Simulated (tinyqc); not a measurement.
Inside a calculation. Model: thin-film transistor with exponential tail and deep states, accumulation layer.

Numbers from tinyqc (`OMP_NUM_THREADS=1 python tinyqc.py 2610017 2610018 out.jsonl`; about 0.02 s on one thread of a shared Intel Xeon 2.30GHz). Printed values are rounded.

An undoped film in accumulation, thicker than the space-charge layer. With band bending psi the Fermi level lies E0 - psi below the band edge. Free electrons n = n0 exp(psi/Vt) carry the current; electrons in two exponential distributions of traps, a = a0 exp(psi/Va) and d = d0 exp(psi/Vp), do not. Linear regime, ohmic contacts, traps in equilibrium.

Inputs (values chosen for the exercise); values close to those of an organic semiconductor: temperature T = 300 K; relative permittivity of the semiconductor eps_r = 3.2; density of extended states Nc = 8.5e19 cm^-3; band mobility mb = 2.3 cm^2/(V s); total density of tail states Nt = 8.8e19 cm^-3; characteristic temperature of the tail Tt = 510 K; total density of deep states Nd = 3.7e17 cm^-3; characteristic temperature of the deep states Td = 1100 K; bulk Fermi level below the band edge E0 = 0.64 eV; gate capacitance Ci = 100 nF/cm^2; ratio W/L WL = 20; drain voltage Vd = 0.2 V; gate voltage above flat band Vg = 4.2 V.

Constants: q = 1.602176634e-19 C, kB = 1.380649e-23 J/K, Vt = kB T/q, eps0 = 8.8541878128e-14 F/cm where lengths are in cm. Results are converted to the units shown.

Range of the model: The th form assumes a Fermi level far below the band edge; at the surface it overcounts the filled tail by a factor of about 1.3.

## Bulk densities

Va = kB Tt/q, Vp = kB Td/q; n0 = Nc exp(-E0/Vt), a0 = Nt th(T/Tt) exp(-E0/Va), d0 = Nd th(T/Td) exp(-E0/Vp), th(x) = pi x/sin(pi x).

Va = 0.0439484 V
Vp = 0.0947907 V
th(T/Tt) = 1.92134
n0 = 1.50623e9 cm^-3
a0 = 8.01050e13 cm^-3
d0 = 4.90307e14 cm^-3

## Iteration 1: surface potential by Newton steps

psi at the start = 0.64 V

Va = kB Tt/q, Vp = kB Td/q. G(psi) = sum over the three kinds of c0 [V (exp(psi/V) - 1) - psi], field F = sqrt(2 q G/(eps0 eps_r)); Vg = psi + eps0 eps_r F/Ci at the surface. f = psi + eps0 eps_r F/Ci - Vg, f' = 1 + q rho/(Ci F) with rho = sum c0 (exp(psi/V) - 1); psi(new) = psi - f/f'.

F = 3306.57 kV/cm
f = 5.80863 V
f' = 124.315
psi after iteration 1 = 0.593275 V

## Iteration 2: surface potential by Newton steps

As before.

F = 1826.76 kV/cm
f = 1.56912 V
f' = 64.6694
psi after iteration 2 = 0.569011 V

## Course of the iteration: surface potential by Newton steps

Stop when psi changes by less than 1e-10 V, or after 30 iterations. psi must stay between 0 and 5 V.

Course of the iteration:

| iteration | psi (V) | \|change\| (V) |
|---|---|---|
| 1 | 0.593275 | 0.0467 |
| 2 | 0.569011 | 0.0243 |
| 3 | 0.564267 | 4.74e-3 |
| 4 | 0.564119 | 1.48e-4 |
| 5 | 0.564119 | 1.37e-7 |
| 6 | 0.564119 | 1.17e-13 |

Converged in 6 iterations. At the end the number of correct digits about doubles with each step.

## Free and total charge, current

psi_s = 0.564119 V

Va = kB Tt/q, Vp = kB Td/q. G(psi) = sum over the three kinds of c0 [V (exp(psi/V) - 1) - psi], field F = sqrt(2 q G/(eps0 eps_r)); Vg = psi + eps0 eps_r F/Ci at the surface. Total charge Q = Ci (Vg - psi_s); free charge Qf = q times the integral of n0 (exp(psi/Vt) - 1)/F over psi from 0 to psi_s; I = (W/L) mb Qf Vd; effective mobility mb Qf/Q.

surface densities (cm^-3): free 4.51520e18, tail 3.00773e19, deep 1.88385e17
Q = 363.588 nC/cm^2
Qf = 20.8620 nC/cm^2
effective mobility = 0.131970 cm^2/(V s)
I = 191.931 nA

5.74 % of the induced charge is free, against 13.0 % of the electrons right at the surface.
